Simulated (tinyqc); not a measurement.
Configuration-coordinate model of carrier capture at a defect: sweeps and comparisons. A value that a table varies takes the place of the one given here.

Two parabolas of equal curvature k in one coordinate Q: with the carrier free at the band edge, U_f = k Q^2/2; with the carrier trapped, U_t = k (Q - dQ)^2/2 - ET. ER = k dQ^2/2, Huang-Rhys factor S = ER/hw, hw = 0.0646541 sqrt(k/M) eV for k in eV/angstrom^2 and M in u. The curves cross at a height Eb = (ER - ET)^2/(4 ER) above the free minimum.

Multiphonon factor for giving p = ET/hw phonons to the lattice: W = exp(-S (2 nb + 1)) ((nb + 1)/nb)^(p/2) I_p(x), nb = 1/(exp(hw/kT) - 1), x = 2 S sqrt(nb (nb + 1)), I_p the modified Bessel function. Classical limit: W = hw exp(-Eb/kT)/sqrt(4 pi ER kT). At T = 0: exp(-S) S^p/Gamma(p + 1).

Constants: kB = 8.617333262e-05 eV/K.

Parameters, chosen for this exercise (of the size met at a vacancy centre in SiC; not measured data): ET = 0.5 eV (thermal depth of the level below the band edge); ER = 0.37 eV (relaxation energy); hw = 0.056 eV (phonon energy of the mode); T = 250 K (temperature).

## Capture against temperature

The local activation energy is -d ln W/d(1/kT), by central differences with T changed by 1 %.

Against T:

| T (K) | kT/hw | log10 W | log10 W, classical | activation energy (eV) |
|---|---|---|---|---|
| 40 | 0.062 | -1.038 | -1.793 | 0.0000 |
| 60 | 0.092 | -1.038 | -1.401 | 0.0000 |
| 80 | 0.123 | -1.038 | -1.224 | 0.0000 |
| 120 | 0.185 | -1.038 | -1.072 | 0.0000 |
| 160 | 0.246 | -1.037 | -1.015 | 0.0001 |
| 220 | 0.339 | -1.036 | -0.986 | 0.0001 |
| 300 | 0.462 | -1.037 | -0.984 | -0.0006 |
| 400 | 0.616 | -1.043 | -0.998 | -0.0026 |
| 550 | 0.846 | -1.059 | -1.028 | -0.0076 |

log10 W at T = 0 = -1.038
Eb = 0.0114 eV

What does this show?

At 40 K log10 W is -1.04, against -1.04 at T = 0 and -1.8 classically; at 550 K the two forms differ by -0.03. The activation energy read from an Arrhenius plot goes from 0.000 eV at 40 K to -0.008 at 550 K, with its largest value 0.000 at 160 K, against Eb = 0.011 eV; the classical form itself gives Eb - kT/2. With so low a barrier the slope says little about it.

## Capture against depth of the level

ET is varied at fixed ER, hw and T, as by moving the band edge with alloying or pressure.

Against ET:

| ET/ER | ET (eV) | Eb (eV) | log10 W | log10 W, classical |
|---|---|---|---|---|
| 0.10 | 0.037 | 0.0749 | -1.974 | -2.263 |
| 0.25 | 0.092 | 0.0520 | -1.560 | -1.801 |
| 0.50 | 0.185 | 0.0231 | -1.105 | -1.218 |
| 0.75 | 0.278 | 0.0058 | -0.882 | -0.869 |
| 1.00 | 0.370 | 0.0000 | -0.843 | -0.752 |
| 1.25 | 0.463 | 0.0058 | -0.954 | -0.869 |
| 1.50 | 0.555 | 0.0231 | -1.191 | -1.218 |
| 2.00 | 0.740 | 0.0925 | -1.974 | -2.617 |
| 3.00 | 1.110 | 0.3700 | -4.485 | -8.211 |

What can be read from the table?

Capture is fastest at ET/ER = 1 among these rows, where the barrier vanishes or nearly so. The classical form is symmetric about ET = ER; the quantum one gives -1.10 at 0.5 and -1.19 at 1.5, against -1.22 for both. At ET = 3 ER it lies 3.7 decades above the classical value: deep levels capture by emitting many phonons, and the rate falls with depth by 6.8 decades per eV between the last two rows. Rows deeper than the gap of the host are formal.

## Phonon side bands at T = 0

Weights exp(-S) S^j/j! of the line with j phonons, S = ER/hw; absorption at ET + j hw, emission at ET - j hw (a dash if negative).

Lines:

| j | weight | absorption (eV) | emission (eV) |
|---|---|---|---|
| 0 | 0.00135 | 0.500 | 0.500 |
| 1 | 0.00892 | 0.556 | 0.444 |
| 2 | 0.02948 | 0.612 | 0.388 |
| 3 | 0.06493 | 0.668 | 0.332 |
| 4 | 0.10725 | 0.724 | 0.276 |
| 5 | 0.14172 | 0.780 | 0.220 |
| 6 | 0.15606 | 0.836 | 0.164 |
| 7 | 0.14731 | 0.892 | 0.108 |
| 8 | 0.12166 | 0.948 | 0.052 |
| 9 | 0.08931 | 1.004 | - |
| 10 | 0.05901 | 1.060 | - |
| 11 | 0.03544 | 1.116 | - |
| 12 | 0.01952 | 1.172 | - |
| 13 | 0.00992 | 1.228 | - |

How do the results move?

The zero-phonon line holds 0.135 % of the band and the largest weight falls on j = 6, next to S = 6.61; the lines listed add to 0.9919.

## What each parameter does

Eb, log10 W and the full width 2.35482 sqrt(ER hw coth(hw/2kT)). Each row changes one parameter from the base and keeps the others.

Results:

| case | Eb (eV) | log10 W | full width (eV) |
|---|---|---|---|
| base | 0.0114 | -1.036 | 0.3652 |
| ET = 0.54 eV | 0.0195 | -1.145 | 0.3652 |
| ER = 0.42 eV | 0.0038 | -0.949 | 0.3891 |
| hw = 0.0672 eV | 0.0114 | -0.973 | 0.3881 |
| T = 280 K | 0.0114 | -1.037 | 0.3741 |

What does this show?

The largest shifts from the base row, up to three for each result and ties (the steps differ in size, so this ranks the rows, not the parameters). Eb (eV): ET +0.0081, ER -0.0076; unchanged at the printed digits by hw and T. log10 W: ET -0.109, ER +0.087, hw +0.064. full width (eV): ER +0.0239, hw +0.0229, T +0.0089; unchanged at the printed digits by ET.

(tinyqc, `OMP_NUM_THREADS=1 python tinyqc.py 1482242 1482243 out.jsonl`, Intel(R) Xeon(R) Processor @ 2.30GHz, 1 thread, shared host, about 0.01 s.)
